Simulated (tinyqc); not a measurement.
Landau levels with Rashba coupling: sweeps and comparisons. A value that a table varies takes the place of the one given here.

H = (p + eA)^2/2m + aR (sx ky - sy kx) + gs muB B sz/2. With d = 1/2 - gs m/4: E_0 = d hbar wc, and E(N, +/-) = hbar wc [N +/- sqrt(d^2 + 2 N aR^2/(l hbar wc)^2)] for N >= 1.

In a field B along z: l = 1/sqrt((e/hbar) B) is the magnetic length, n_B = B/(h/e) the number of states per area in one level, hbar wc = 2 muB B/m for mass m in m0; 1/angstrom^2 = 1e16/cm^2.

Each listed level takes n_B electrons. At zero temperature and without broadening EF sits in the partly filled level.

Constants: e/hbar = 1.519267448e-05 1/(T angstrom^2); h/e = 413566.7697 T angstrom^2; muB = 5.788381798e-05 eV/T.

Parameters, chosen for this exercise (near those of an asymmetric InAs well; not measured data):
```
symbol  value                      unit         meaning
m       0.0298                     m0           mass
gs      -9.7                                    g factor
aR      0.25                       eV angstrom  Rashba constant
Bs      (0.5, 1, 2, 4, 8, 12, 16)  T            fields
B       6.1                        T            magnetic field
n       5.5                        x 1e11/cm^2  electron sheet density
```

## The fan of levels

The four lowest levels against B, with their labels in order.

Levels (meV):
```
B (T)  first  second  third  fourth       order
0.500   0.46    1.11   2.11    3.42  1- 0 2- 1+
1.00    1.27    2.22   4.81    6.50  1- 0 2- 1+
2.00    2.91    4.45  10.31   12.62  1- 0 2- 1+
4.00    6.23    8.89  21.37   24.85  1- 0 2- 1+
8.00   12.87   17.79  43.54   49.29  1- 0 2- 1+
12.0   19.52   26.68  65.72   73.72  1- 0 2- 1+
16.0   26.16   35.57  87.90   98.15  1- 0 2- 1+
```

How do the results move?

The fourth level grows as B^0.93 over the first two rows and B^1.00 over the last two (1 for a parabolic band without a fixed offset such as a valley splitting, 1/2 for massless Dirac electrons). The order of the levels does not change. The term 2 aR^2/(l hbar wc)^2 falls as 1/B, from 0.252 to 0.008, against d^2 = 0.327.

## What each parameter does

The second and third levels from below, nu = n/n_B, and EF. Each row changes one parameter from the base and keeps the others.

Results:
```
case                  second level (meV)  third level (meV)    nu  EF (meV)
base                               13.56              33.00  3.73     37.68
B = 7.32 T                         16.27              39.77  3.11     45.13
m = 0.0358 m0                      11.58              26.92  3.73     31.79
gs = -8.24                         13.30              33.25  3.73     37.43
aR = 0.3 eV angstrom               13.56              32.65  3.73     37.86
n = 6.6 x 1e11/cm^2                13.56              33.00  4.47     56.31
```

What can be read from the table?

The largest shifts from the base row, up to three for each result and ties (the steps differ in size, so this ranks the rows, not the parameters). second level (meV): B +2.71, m -1.99, gs -0.26; unchanged at the printed digits by aR and n. third level (meV): B +6.76, m -6.09, aR -0.35; unchanged at the printed digits by n. nu: n +0.75, B -0.62; unchanged at the printed digits by m, gs and aR. EF (meV): n +18.63, B +7.45, m -5.89.

Computed by tinyqc, a small Python program: `OMP_NUM_THREADS=1 python tinyqc.py 1280236 1280237 out.jsonl` (the numbers bound the seed that draws the inputs); one thread of a shared host (Intel(R) Xeon(R) Processor @ 2.30GHz), about 0.01 s for the whole set of steps.
